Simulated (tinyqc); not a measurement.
Comparisons within one model: band offset from the macroscopic average of a supercell potential. A value that a table varies takes the place of the one given here.

A model of the planar-averaged electrostatic energy of an electron in a periodic cell of N1 periods of A (L1 = N1 n1 h) and N2 periods of B (L2 = N2 n2 h), on z_j = j h: V(z) = f VA + (1 - f) VB + F t(z), VA = V1[0] + V1[1] cos(2 pi z/(n1 h)) + V1[2] cos(4 pi z/(n1 h)), VB the same with V2, n2 and z - L1. f = [tanh(z/w) - tanh((z - L1)/w) + tanh((z - L1 - L2)/w)]/2 + 1/2; t(z) = z - L1/2 in A and (L1/L2)(L1 + L2/2 - z) beyond, so that the cell is periodic.

Running mean over n points, periodic: for odd n the plain mean of the n points centred on j; for even n the n + 1 points with half weight at both ends. The macroscopic average applies the mean over n1 points and then over n2 points.

dEv = Ev(A) - Ev(B) = Ev1 - (dV + Ev2); dEc = Ec(B) - Ec(A) = Eg2 - Eg1 - dEv. The correction of a gap, c = Eg[1] - Eg[0], lowers the valence top by fv c and leaves dV, a ground-state quantity, as it is. Type I: dEv and dEc of one sign; II: opposite signs; III: no overlap of the gaps.

Parameters, chosen for this exercise (gaps near those of InAs and GaSb; not measured data):
```
symbol  value                 unit         meaning
h       0.35                  angstrom     grid step
n1      5                                  grid points per period of A
n2      6                                  grid points per period of B
V1      (-8.61, 1.57, -0.26)  eV           mean and two harmonics of the potential in A
V2      (-8.89, 3.2, -0.05)   eV           the same in B
w       0.52                  angstrom     width of the interfaces
N1      4                                  periods of A
N2      4                                  periods of B
F       0                     eV/angstrom  slope in A from opposite charges on the two interfaces
Ev1     5.96                  eV           valence top of bulk A above its mean potential
Eg1     (0.05, 0.43)          eV           gap of A: semi-local value, corrected value
Ev2     6.93                  eV           valence top of bulk B above its mean potential
Eg2     (0.1, 0.78)           eV           gap of B: semi-local value, corrected value
```

## How thick the regions must be

N1 = N2 = N, no slope (F = 0); dV is read at j = floor(N n1/2) and N n1 + floor(N n2/2). The exact value is V2[0] - V1[0].

Results:
```
N  L1 (angstrom)  dV (eV)  error (meV)
1           1.75  -0.5048      -224.83
2           3.50  -0.2079        72.15
3           5.25  -0.2850        -4.97
4           7.00  -0.2799         0.06
5           8.75  -0.2800         0.00
6          10.50  -0.2800         0.00
```

The error is below 10 meV from N = 3 on. The two windows together span 3.85 angstrom and must fit between the interface tails, which fall as exp(-2 z/w); the errors at N = 2, 3 and 4 are 72.15, -4.97 and 0.06 meV.

## The choice of windows

dV read at j = 10 and 32 after means over the numbers of points listed; ripple is the spread over the five points around each.

Results:
```
windows  dV (eV)  ripple in A (meV)  ripple in B (meV)
none       1.560               2661               4725
5 only     0.370                  0                975
6 only    -0.055                392                  0
6, 7      -0.327                 90                  0
5, 6      -0.280                  1                  0
```

Which rows can be used, and how does a wrong window show?

The last row matches both periods and lies 0 meV from the value of a thick cell, V2[0] - V1[0] = -0.280 eV. Against it the raw potential errs by +1.84 eV. No other row is within 20 meV of it. A window one point too long leaves a ripple of 392 meV in A, against 1 meV in the last row: the ripple is the sign to look for. Rows to use, with under 30 meV of ripple in both regions once the tilt is taken off: 5, 6. A row with a large ripple can hit the right value only by chance.

## Where the gap correction goes

dV = B - A = -0.2799 eV

fv1 and fv2 are varied.

Offsets (eV):
```
fv1  fv2     dEv    dEc
0.0  0.0  -0.690  1.040
0.5  0.5  -0.540  0.890
1.0  1.0  -0.390  0.740
0.0  1.0  -0.010  0.360
1.0  0.0  -1.070  1.420
0.3  0.7  -0.328  0.678
```

dEv + dEc = 0.350 eV in every row, but dEv alone spans 1.06 eV, the sum of the two corrections. A scissor on the conduction bands alone (first row) keeps the semi-local dEv; with equal shares fv the shift is fv times the difference of the corrections, +0.30 eV, against their sum of 1.06 eV: with like shares the error cancels only in part.

tinyqc: `OMP_NUM_THREADS=1 python tinyqc.py 1880097 1880098 out.jsonl`; about 0.01 s, one thread, shared Intel(R) Xeon(R) Processor @ 2.30GHz.
